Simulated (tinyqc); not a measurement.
Inside a calculation. Method: CIS and TDHF on RHF in the sto-6g basis, for H3+, spin multiplicity 1. Computed by tinyqc, a small Python program that keeps every step (integrals from PySCF). Settings: charge = 1, multiplicity = 1, basis = sto-6g, method = RHF, energy threshold = 1e-10, iteration cap = 79, orthogonalisation = symmetric, start = Wolfsberg-Helmholz matrix, DIIS depth = 6, TDHF = 1. Command: `OMP_NUM_THREADS=1 python tinyqc.py 31740 31741 out.jsonl` (the two numbers bound the seeds that draw the settings). One thread of a shared host (Intel(R) Xeon(R) Processor @ 2.60GHz), about 0.04 s of CPU time with the checks. The early iterations of the SCF are left out here.

## One-electron integrals

Geometry (angstrom):
```
atom         x         y         z
H     0.000000  0.000000  0.000000
H     0.000000  0.000000  1.048000
H     0.000000  1.150000  0.077000
```

Basis sto-6g: exponents (1/bohr^2) and contraction coefficients of normalised primitives:
```
element  l (shell)   exponent  coefficient
H            s (1)  35.523221     0.009164
H            s (1)   6.513144     0.049361
H            s (1)   1.822143     0.168538
H            s (1)   0.625955     0.370563
H            s (1)   0.243077     0.416492
H            s (1)   0.100112     0.130334
```

Overlap, kinetic and nuclear-attraction integrals over the contracted functions; the nuclear repulsion is the sum of Za Zb / Rab.

nuclear repulsion = 1.31565440 hartree

overlap S, order 1H 1s, 2H 1s, 3H 1s:
```
[[1.000000, 0.468978, 0.411791],
 [0.468978, 1.000000, 0.254968],
 [0.411791, 0.254968, 1.000000]]
```

kinetic energy T (hartree), order 1H 1s, 2H 1s, 3H 1s:
```
[[0.768522, 0.095374, 0.065511],
 [0.095374, 0.768522, 0.008621],
 [0.065511, 0.008621, 0.768522]]
```

nuclear attraction V (hartree), order 1H 1s, 2H 1s, 3H 1s:
```
[[-2.183122, -0.930583, -0.796837],
 [-0.930583, -2.081871, -0.470538],
 [-0.796837, -0.470538, -2.041237]]
```

core Hamiltonian H = T + V (hartree), order 1H 1s, 2H 1s, 3H 1s:
```
[[-1.414600, -0.835209, -0.731326],
 [-0.835209, -1.313349, -0.461917],
 [-0.731326, -0.461917, -1.272715]]
```

## Two-electron integrals

Functions are numbered as in S; the eight-fold symmetry (ij|kl) = (ji|kl) = (kl|ij) leaves the list below.

Two-electron integrals (ij|kl) in chemists' order, unique and non-zero (hartree):
```
(11|11) 0.774999   (21|11) 0.287911   (21|21) 0.139092   (22|11) 0.462684
(22|21) 0.287911   (22|22) 0.774999   (31|11) 0.244843   (31|21) 0.098970
(31|22) 0.171533   (31|31) 0.104495   (32|11) 0.126497   (32|21) 0.063625
(32|22) 0.136346   (32|31) 0.056244   (32|32) 0.036818   (33|11) 0.431242
(33|21) 0.187415   (33|22) 0.344755   (33|31) 0.244843   (33|32) 0.136346
(33|33) 0.774999
```

## Orthogonalisation

S = U s U^T; symmetric (Loewdin) form X = U s^(-1/2) U^T, so that X^T S X = 1.

eigenvalues of S: [0.487946, 0.748216, 1.763838]

X, order 1H 1s, 2H 1s, 3H 1s:
```
[[1.158389, -0.256225, -0.210782],
 [-0.256225, 1.104169, -0.068760],
 [-0.210782, -0.068760, 1.078051]]
```

## Starting guess

The start is the generalised Wolfsberg-Helmholz matrix (K = 1.75) built on H; D = 2 C_occ C_occ^T.

D at the start, order 1H 1s, 2H 1s, 3H 1s:
```
[[0.569646, 0.438710, 0.366267],
 [0.438710, 0.337870, 0.282078],
 [0.366267, 0.282078, 0.235500]]
```

## Iteration 5 (converged): orbitals

converged F (hartree), order 1H 1s, 2H 1s, 3H 1s:
```
[[-0.713664, -0.640840, -0.576839],
 [-0.640840, -0.619188, -0.416556],
 [-0.576839, -0.416556, -0.589085]]
```

Diagonalise F' = X^T F X, C = X C', fill 1 alpha and 1 beta electrons from the bottom; D = 2 C_occ C_occ^T. Each column has its largest component positive (the first on a tie).

F' = X^T F X (hartree):
```
[[-0.407354, -0.378880, -0.323323],
 [-0.378880, -0.399011, -0.156849],
 [-0.323323, -0.156849, -0.413932]]
```

orbital energies (hartree): [-0.988492, -0.253533, 0.021727]

coefficients C, order 1H 1s, 2H 1s, 3H 1s:
```
[[0.501889, -0.093812, 1.091445],
 [0.411448, -0.726701, -0.769535],
 [0.382834, 0.894215, -0.514946]]
```

D after iteration 5, order 1H 1s, 2H 1s, 3H 1s:
```
[[0.503785, 0.413002, 0.384281],
 [0.413002, 0.338579, 0.315033],
 [0.384281, 0.315033, 0.293124]]
```

## Convergence

Stop when the energy changes by less than 1e-10 hartree and every element of the error matrix X^T (F D S - S D F) X is below 3e-06.

Course of the cycle:
```
iteration  E (hartree)     change  largest element of the error matrix
1          -1.20718181          -                             4.97e-02
2          -1.20949728  -2.32e-03                             5.92e-03
3          -1.20952963  -3.24e-05                             5.05e-05
4          -1.20952963  -3.32e-09                             3.52e-06
5          -1.20952963  -1.02e-11                             2.08e-10
```

PySCF RHF in the same basis = -1.20952963 hartree

Converged in 5 iterations.

## Populations, bond orders and dipole

Mulliken: Z minus the diagonal of D S on the atom; Loewdin: the same with S^(1/2) D S^(1/2); Mayer order: 2 sum_s sum (D(s) S)_ij (D(s) S)_ji over the two atoms.

Charges (e):
```
atom  Mulliken   Loewdin
1H    0.144282  0.153932
2H    0.387409  0.382169
3H    0.468309  0.463899
```

Mayer bond orders:
```
pair     order
2-1   0.524205
3-1   0.454977
3-2   0.325709
```

dipole moment about the origin, x y z (debye): [0.000000, 2.586791, 2.123324]

## Integrals over molecular orbitals

(pq|rs) = sum C_ip C_jq C_kr C_ls (ij|kl), one index at a time.

one-electron integrals over orbitals h = C^T H C (hartree):
```
[[-1.536692, 0.017064, -0.043270],
 [0.017064, -1.114557, -0.005496],
 [-0.043270, -0.005496, -0.941406]]
```

Two-electron integrals over orbitals (pq|rs), unique and non-zero (hartree):
```
(11|11) 0.548201    (21|11) -0.017064   (21|21) 0.143670    (22|11) 0.502347
(22|21) 0.042266    (22|22) 0.591182    (31|11) 0.043270    (31|21) 0.002457
(31|22) -0.070615   (31|31) 0.145810    (32|11) 0.003976    (32|21) -0.111643
(32|22) -0.021089   (32|31) -0.032718   (32|32) 0.105610    (33|11) 0.554472
(33|21) -0.045615   (33|22) 0.475513    (33|31) 0.089508    (33|32) 0.018914
(33|33) 0.613417
```

## CIS matrix, singlets

A(ia,jb) = (e_a - e_i) d_ij d_ab + 2 (ia|jb) - (ij|ab).

CIS matrix A, singlet (hartree), order 1>2, 1>3:
```
[[0.519951, 0.000937],
 [0.000937, 0.747368]]
```

## CIS singlet states

dipole integrals <i|r|a> (bohr), order 1>2, 1>3:
```
[[0.000000, 0.953559, -0.692950],
 [0.000000, -0.497415, -0.759042]]
```

Diagonalise A (1 hartree = 27.211386 eV); each vector has its largest component positive (the first on a tie). The transition dipole is mu = sqrt2 sum c_ia <i|r|a>.

singlet excitation energies (eV): [14.148489, 20.337016]

lowest vectors, order 1>2, 1>3:
```
[[0.999992, 0.004120],
 [-0.004120, 0.999992]]
```

oscillator strengths 2/3 w |mu|^2: [0.962956, 0.821114]

## TDHF (RPA) singlet states

B(ia,jb) = 2 (ia|jb) - (ib|ja); the squared energies are the eigenvalues of (A - B)(A + B); 1 hartree = 27.211386 eV.

TDHF matrix B, singlet (hartree), order 1>2, 1>3:
```
[[0.143670, 0.002457],
 [0.002457, 0.145810]]
```

squared energies w^2 (hartree^2): [0.249703, 0.537292]

TDHF energies from the positive w^2 (eV): [13.597622, 19.946009]

## CIS matrix, triplets

A(ia,jb) = (e_a - e_i) d_ij d_ab - (ij|ab).

CIS matrix A, triplet (hartree), order 1>2, 1>3:
```
[[0.232612, -0.003976],
 [-0.003976, 0.455747]]
```

## CIS triplet states

Diagonalise A (1 hartree = 27.211386 eV); each vector has its largest component positive (the first on a tie).

triplet excitation energies (eV): [6.327769, 12.403438]

lowest vectors, order 1>2, 1>3:
```
[[0.999841, -0.017812],
 [0.017812, 0.999841]]
```

## TDHF (RPA) triplet states

B(ia,jb) = - (ib|ja); the squared energies are the eigenvalues of (A - B)(A + B); 1 hartree = 27.211386 eV.

TDHF matrix B, triplet (hartree), order 1>2, 1>3:
```
[[-0.143670, -0.002457],
 [-0.002457, -0.145810]]
```

squared energies w^2 (hartree^2): [0.033402, 0.186530]

TDHF energies from the positive w^2 (eV): [4.973177, 11.752365]
